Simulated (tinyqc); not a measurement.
Haynes-Shockley experiment: drift, diffusion and decay of a minority-carrier pulse: one step, computed by the program tinyqc. Command: `OMP_NUM_THREADS=1 python tinyqc.py 3110259 3110260 out.jsonl haynes walk`. One thread of a shared host (Intel(R) Xeon(R) Processor @ 2.30GHz), about 0.01 s of CPU time with the checks.

A thin sheet of excess carriers is made at x = 0, t = 0 in a long uniform bar; injection is low, so the pulse moves with the minority mobility.

Question. Shape in time. dn(x, t) = N0/sqrt(4 pi D t) exp(-(x - v t)^2/(4 D t) - t/tau). Times are 0.7, 0.8, 0.9, 0.95, 1, 1.05, 1.1, 1.2 and 1.4 t_p.

Inputs (values chosen for the exercise, modelled on holes in n-type germanium in a lightly doped bar): lifetime tau = 41 microsecond; temperature T = 300 K; distance d to the collector = 0.73 cm; injected sheet density N0 = 2.9e+09 1/cm^2.

time of the peak t_p = 44.27375 microsecond

D = 47.82620 cm^2/s

drift velocity v = 16280 cm/s

peak density = 5.977961e+09 1/cm^3

Give: the table «Signal at d» with the columns t (microsecond), dn (1/cm^3), dn/peak, for t/t_p = 0.70, 0.80, 0.90, 0.95, 1.00, 1.05, 1.10, 1.20, 1.40.

Answer.

Signal at d:
```
t/t_p  t (microsecond)  dn (1/cm^3)    dn/peak
0.70             30.99    1.887e+06  3.156e-04
0.80             35.42    2.602e+08  4.353e-02
0.90             39.85    2.979e+09  4.984e-01
0.95             42.06    5.069e+09  8.480e-01
1.00             44.27    5.978e+09  1.000e+00
1.05             46.49    5.149e+09  8.614e-01
1.10             48.70    3.382e+09  5.657e-01
1.20             53.13    7.406e+08  1.239e-01
1.40             61.98    4.651e+06  7.780e-04
```

At 0.9 and 1.1 t_p the signal is 0.498 and 0.566 of its peak: the trailing side is the wider one.
